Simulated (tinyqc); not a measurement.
Strained Delta valleys, repopulation and conductivity mass: one step of the calculation.

A cubic crystal with three pairs of conduction valleys along x, y and z under uniaxial stress X along [001] (X > 0 is tension); current along [110]. Non-degenerate electrons, fixed total density, one relaxation time for all valleys and stresses, masses unchanged by strain, so the mobility goes as the mean inverse mass.

Task. Valley shifts and shares. Valley shift dE = Xu (n.e.n - trace(e)/3) with n the valley axis; share f proportional to exp(-dE/Vt).

Parameters, values chosen for the exercise:
- T = 300 K (temperature)
- Xu = 8.83 eV (shear deformation potential)

Constants: q = 1.602176634e-19 C, kB = 1.380649e-23 J/K, Vt = kB T/q. Results are converted to the units shown.

strain (%):
```
	x	y	z
x	-0.08820000	0.00000000	0.00000000
y	0.00000000	-0.08820000	0.00000000
z	0.00000000	0.00000000	0.32886000
```

Give: dE; share f.

Result.

```
valley	dE (meV)	share f
x	-12.275	0.44630
y	-12.275	0.44630
z	24.551	0.10739
```

The splitting is 36.8 meV, 1.4 Vt.

Program tinyqc, `OMP_NUM_THREADS=1 python tinyqc.py 2530170 2530171 out.jsonl`; Intel Xeon 2.30GHz, shared host, one thread, about 0.01 s.
